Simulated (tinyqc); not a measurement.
Superjunction drift layer against a plain one, charge balance: two steps of the calculation.

Alternating n and p pillars of equal width wp, doping N and length Lp. When depleted, the lateral field peaks at Ex = q N wp/(2 eps0 eps_r) at the pillar junctions and a uniform vertical field Ey is added; breakdown is taken where Ex^2 + Ey^2 = Ef^2. Only the n pillars conduct, narrowed by the zero-bias depletion. A first-order model: the field peaks at the pillar ends are left out.

Parameters, values chosen for the exercise; values close to those of silicon: relative permittivity of the semiconductor eps_r = 11.4; critical field at a doping of 1e16 cm^-3 E16 = 0.397 MV/cm; mobility at low doping mx = 1310 cm^2/(V s); mobility at high doping mi = 93.6 cm^2/(V s); reference doping of the mobility Nr = 1.3e17 cm^-3; wanted breakdown voltage BV = 330 V; width of each pillar wp = 1 um; critical field inside the pillars Ef = 0.3 MV/cm; lateral peak field as a share of Ef a = 0.53; built-in voltage of the pillar junctions Vb = 0.8 V.

Constants: q = 1.602176634e-19 C, eps0 = 8.8541878128e-14 F/cm where lengths are in cm. Results are converted to the units shown.

Task 1. Doping of the plain drift layer. Ec(N) = E16 (N/1e16 cm^-3)^(1/8); N(new) = eps0 eps_r Ec(N)^2/(2 q BV).

N after iteration 1 = 8.4601929e14 cm^-3

Find: Ec; N after iteration 2.

Result 1.

Ec = 0.2915 MV/cm
N after iteration 2 = 8.114e14 cm^-3

Task 2. Design of the pillars. Ex = a Ef gives N = 2 eps0 eps_r a Ef/(q wp); Ey = Ef sqrt(1 - a^2); Lp = BV/Ey; xd = sqrt(eps0 eps_r Vb/(q N)) on each side; Rsp = 2 Lp/(q mu(N) N (1 - 2 xd/wp)). mu(N) = mi + (mx - mi)/(1 + (N/Nr)^0.9).

Find: N; Ey; Lp; xd; Rsp.

Result 2.

N = 2.003e16 cm^-3
Ey = 0.2544 MV/cm
Lp = 12.97 um
xd = 0.1586 um
Rsp = 1.057 mohm cm^2

The pillars have an aspect ratio of 13.0. Their doping is 25.0 times, and their Rsp 0.0772 times, that of the plain layer.

Computed by the program tinyqc: `OMP_NUM_THREADS=1 python tinyqc.py 2590011 2590012 out.jsonl`, one thread of a shared Intel Xeon 2.30GHz, about 0.01 s for the whole run.
